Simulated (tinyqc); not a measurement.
# From sheet resistance R_s (Gaussian) back to predeposition time t1

Model: two-step dopant diffusion (predeposition and drive-in) with a constant diffusivity. Computed by tinyqc, a small Python program. Command: `OMP_NUM_THREADS=1 python tinyqc.py 3023828 3023829 out.jsonl dopdiff inv`. One thread of a shared host (Intel(R) Xeon(R) Processor @ 2.30GHz), about 0.05 s of CPU time with the checks.

Fick diffusion into a half space x > 0 whose background doping C_B is of the opposite type, so that a junction lies where C = C_B.

Inputs (values chosen for the exercise, modelled on gallium in silicon):
```
quantity                         value        unit
prefactor D0                     0.379      cm^2/s
activation energy E               3.36          eV
surface concentration C_s        2e+18      1/cm^3
background doping C_B          1.1e+15      1/cm^3
predeposition temperature T1       950           C
drive-in temperature T2           1100           C
drive-in time t2                    60         min
mean mobility in the layer mu      180  cm^2/(V s)
```

Furnace ramps of the drive-in: none.

Constants: k_B = 8.617333262e-05 eV/K; e = 1.602176634e-19 C.

Method:
- D = D0 exp(-E/(k_B T)).
- Temperatures in kelvin are T(C) + 273.15.
- Times in seconds are 60 times the minutes.
- (Dt)2 = D2 t2, t2 in seconds.
- C = C_s erfc(x/(2 sqrt(D1 t1))); dose Q = 2 C_s sqrt(D1 t1/pi); the junction solves erfc(z) = C_B/C_s with x_j = 2 z sqrt(D1 t1).
- With a sealed surface and a thin source, C = Q/sqrt(pi (Dt)2) exp(-x^2/(4 (Dt)2)); x_j = 2 sqrt((Dt)2 ln(C(0)/C_B)); gradient at the junction |dC/dx| = C_B x_j/(2 (Dt)2).
- Net dose Q_net = Q erf(x_j/(2 sqrt((Dt)2))) - C_B x_j; R_s = 1/(e mu Q_net), with every dopant ionised and one mobility.

Task: A run gave the result below. Find the predeposition time t1, known to lie between 20 and 46 min.

sheet resistance R_s (Gaussian) = 4876.2 ohm/square

Result:

Each step takes the trial c = (a f_b - b f_a)/(f_b - f_a), f being the result less the target and a, b, c the logarithms of the listed values; c replaces end b, the old b replaces a if the sign of f changed, and otherwise f_a is halved.

Scan of the range:
```
predeposition time t1 (min)  sheet resistance R_s (Gaussian) (ohm/square)
20.0                                                              6164.48
23.0                                                              5740.04
26.4                                                              5350.47
30.3                                                              4987.96
34.8                                                              4648.75
40.0                                                              4331.19
46.0                                                              4034.58
```

False position (Illinois rule, in the logarithm of the input) inside the bracket:
```
step    end a    end b    trial  sheet resistance R_s (Gaussian) (ohm/square)
1     30.3000  34.8000  31.7144                                       4873.51
2     30.3000  31.7144  31.6480                                       4878.71
3     31.7144  31.6480  31.6800                                       4876.20
4     31.6480  31.6800  31.6800                                       4876.20
```

Sheet resistance R_s (Gaussian) falls at every point of a 13-point scan of the range (every second point is shown), so one value fits; it is bracketed by 30.3 and 34.8. Answer: predeposition time t1 = 31.68 min.
